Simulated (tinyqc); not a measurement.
Fermi level and growth conditions: formation energy of a charged point defect from supercell energies. Computed by tinyqc, a small Python program. Command: `OMP_NUM_THREADS=1 python tinyqc.py 3006048 3006049 out.jsonl formation walk`. One thread of a shared host (Intel(R) Xeon(R) Processor @ 2.30GHz), about 0.01 s of CPU time with the checks.

The host is a compound AB. Making the defect adds n_A = 1, n_B = -1 atoms to the cell. All total energies are inputs. E_F is counted from the valence-band maximum (VBM); x = 0 is A-rich and x = 1 B-rich growth.

Inputs (values chosen for the exercise, with gap and screening modelled on ZnSe):
```
quantity                      value      unit
gap E_g                        2.74        eV
E_VBM of the host cell        3.565        eV
potential alignment dV        0.073        eV
dielectric constant eps        8.98         -
cell length L                  16.3  angstrom
mu_A of the pure element      -2.43        eV
mu_B of the pure element     -3.275        eV
formation enthalpy dH of AB   -2.03        eV
growth condition x             0.69         -
```

Defect: A on a B site. Supercell lattice: bcc.

charge states q: 0  -1  -2

E(defect, q) - E(host), in the order of q (eV): 2.792  7.236  12.612

Constants: e^2/(4 pi eps_0) = 14.39964548 eV angstrom.

Method:
- dmu_A = x dH and dmu_B = (1 - x) dH, so that dmu_A + dmu_B = dH; mu = mu(element) + dmu.
- The reservoir term is sum n_i mu_i.
- Image-charge correction of a point charge in a neutralising background: E_corr = q^2 alpha e^2/(4 pi eps_0) / (2 eps L), alpha = 2.888462 for a bcc array with L the cube root of the volume.
- E_f(q, E_F) = [E(defect, q) - E(host)] - sum n_i mu_i + q (E_VBM + dV + E_F) + E_corr(q).
- Each entry is the lowest E_f over q.

E_f(q, 0) (eV): (q=0) 2.71840, (q=-1) 3.66648, (q=-2) 5.83071

sum n_i mu_i = 0.0736 eV

Lowest formation energy (eV):
```
E_F (eV)  stable q  A-rich, x = 0  x = 0.5  B-rich, x = 1
0.000            0        -0.0830   1.9470         3.9770
0.342            0        -0.0830   1.9470         3.9770
0.685            0        -0.0830   1.9470         3.9770
1.028           -1        -0.1629   1.8671         3.8971
1.370           -1        -0.5049   1.5251         3.5551
1.713           -1        -0.8479   1.1821         3.2121
2.055           -1        -1.1899   0.8401         2.8701
2.398           -2        -1.7667   0.2633         2.2933
2.740           -2        -2.4507  -0.4207         1.6093
```

Going from A-rich to B-rich growth shifts every line by +4.060 eV and moves no transition level. The slope of the envelope is the stable charge, so E_f is highest in the rows from E_F = 0 to 0.685 eV, where the neutral state is stable: the defect forms most easily in n-type material. Under A-rich growth E_f is negative in every row: the host would not be stable against this defect at that limit.

Extremes, crossings and ranges named in words are read from the listed rows.
